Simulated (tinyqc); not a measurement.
Inside a calculation. Model: six-transistor SRAM cell, nodal equations and margins.

tinyqc, about 0.2 s, one thread, Intel Xeon 2.30GHz (shared host): `OMP_NUM_THREADS=1 python tinyqc.py 2340117 2340118 out.jsonl` Printed values are rounded.

Two cross-coupled inverters (pull-down bn, pull-up bp) hold the nodes Q and QB; access transistors (ba, threshold VTn, gate on the word line at Vdd when selected) join them to the bit lines. Transistor (EKV form, voltages against the body): I = 2 n b Vt^2 [F(vp - Vs) - F(vp - Vd)] from drain to source, F(v) = ln^2(1 + exp(v/(2 Vt))), vp = (Vg - VT + sg |Vd - Vs|)/n. n-channel bodies are at 0; for the p-channel device all voltages are counted down from Vdd. b in uA/V^2 gives I in uA. For an access transistor the bit line is the drain and the node the source. In a read both bit lines are at Vdd. The cell is symmetric (no mismatch).

Inputs (values chosen for the exercise):

| symbol | value | unit | meaning |
|---|---|---|---|
| T | 273 | K | temperature |
| Vdd | 0.6 | V | supply voltage |
| n | 1.35 |  | slope factor |
| sg | 0.063 |  | drain-induced barrier lowering |
| VTn | 0.37 | V | n-channel threshold |
| VTp | 0.42 | V | p-channel threshold (magnitude) |
| bn | 700 | uA/V^2 | gain factor of the pull-down transistor |
| ba | 700 | uA/V^2 | gain factor of the access transistor |
| bp | 180 | uA/V^2 | gain factor of the pull-up transistor |

Constants: q = 1.602176634e-19 C, kB = 1.380649e-23 J/K, Vt = kB T/q. Results are converted to the units shown.

## Iteration 1: node voltages in a read by Newton steps

(Q, QB) at the start (V): Q 0.000000, QB 0.600000

F1 = In(gate QB, drain Q) - Ip(gate QB, drain Q) - Ia(bit line, Q), F2 the same with Q and QB exchanged; J by central differences with +/- 1e-6 V; solve J d = -F, limit each component to +/- 0.15 V and add.

F1, F2 (uA): -18.7227  0.0000

J (uS):
```
          Q      QB
F1  351.975   0.000
F2    0.001  31.218
```

(Q, QB) after iteration 1 (V): Q 0.053193, QB 0.599997

## Iteration 2: node voltages in a read by Newton steps

As before.

F1, F2 (uA): -2.78531  0.00010

J (uS):
```
          Q      QB
F1  247.142  38.839
F2    0.005  21.377
```

(Q, QB) after iteration 2 (V): Q 0.064465, QB 0.599990

## Course of the iteration: node voltages in a read by Newton steps

Stop when the largest change of (Q, QB) is below 1e-9 V, or after 30 iterations. The rule counts as met only at the stable state with Q low.

Course of the iteration:
```
iteration      Q (V)  largest |change| of one entry (V)
1          0.0531932                             0.0532
2          0.0644645                             0.0113
3          0.0650204                            5.56e-4
4          0.0650218                            1.36e-6
5          0.0650218                           8.12e-12
```

Converged in 5 iterations. At the end the number of correct digits about doubles with each step.

## Read current and disturbance

(Q, QB) (V): Q 0.0650218, QB 0.599988

Iread = Ia(bit line at Vdd, source Q); cell ratio bn/ba; time to pull a bit line of 20 fF down by 0.1 V at that current.

Iread = 8.38003 uA
cell ratio = 1
time = 238.663 ps

The read lifts the low node to 65.0 mV, against a balance point of 266 mV.

## The largest square in the read butterfly

c, point 0 to 6 (V): 0.11  0.18  0.25  0.3  0.35  0.39  0.43

f(x) is the node voltage of one half-cell in a read for input x (In - Ip - Ia = 0). Static noise margin: side of the largest square between the curve (x, f(x)) and its mirror image (f(y), y); with h(c) the root x of f(x) - x = c, it is the maximum over c > 0 of h(c) - h(-c) + c.

```
point  h(c) (V)  h(-c) (V)  side (V)
0      0.247118   0.323558  0.033561
1      0.242696   0.364962  0.057733
2      0.238336   0.406719  0.081617
3      0.234148   0.436746  0.097402
4      0.224109   0.467321  0.106787
5      0.203082   0.492748  0.100333
6      0.168827   0.519711  0.079116
```

The maximum over c is 106.9 mV, the read margin; with the word line off (no Ia) the same construction gives 230.3 mV.
